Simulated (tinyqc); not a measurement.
## LED efficiency against current

ABC model of an LED: J = q da (A n + Ba n^2 + Ca n^3), IQE = Ba n^2/(A n + Ba n^2 + Ca n^3), differential lifetime 1/(A + 2 Ba n + 3 Ca n^2).

Values chosen for this exercise: defect coefficient of the active layer A = 4.8e5 1/s; radiative coefficient of the active layer Ba = 4.5e-11 cm^3/s; Auger coefficient of the active layer Ca = 2.9e-29 cm^6/s; thickness of the active layer da = 40 nm.

Constants: q = 1.602176634e-19 C. Results are converted to the units shown.

LED efficiency against current:

| J (A/cm^2) | n (cm^-3) | IQE (%) | defect share (%) | Auger share (%) | differential lifetime (ns) |
|---|---|---|---|---|---|
| 0.002 | 4.553e15 | 29.89 | 70.02 | 0.08769 | 1122 |
| 0.008 | 1.212e16 | 52.97 | 46.61 | 0.4138 | 631.4 |
| 0.03 | 2.716e16 | 70.91 | 27.85 | 1.241 | 334.6 |
| 0.1 | 5.298e16 | 80.94 | 16.30 | 2.763 | 182.1 |
| 0.6 | 1.336e17 | 85.77 | 6.849 | 7.383 | 71.15 |
| 2 | 2.405e17 | 83.38 | 3.699 | 12.92 | 36.83 |
| 10 | 5.072e17 | 74.19 | 1.560 | 24.25 | 14.60 |
| 40 | 9.283e17 | 62.12 | 0.7139 | 37.16 | 6.290 |
| 200 | 1.792e18 | 46.28 | 0.2756 | 53.44 | 2.268 |

The IQE goes from 29.9 through a maximum of 85.8 (at J = 0.6 A/cm^2 among the rows listed) to 46.3 %. The exact peak, Q/(Q + 2) = 85.8 % with Q = Ba/sqrt(A Ca) = 12.1, lies at n = sqrt(A/Ca) = 1.29e17 cm^-3, J = 0.556 A/cm^2, where the defect and Auger shares are equal. n goes as J^(0.71) at the low end and J^(0.41) at the high end.

Computed by the program tinyqc: `OMP_NUM_THREADS=1 python tinyqc.py 2300012 2300013 out.jsonl`, one thread of a shared Intel Xeon 2.30GHz, about 0.01 s for the whole run.
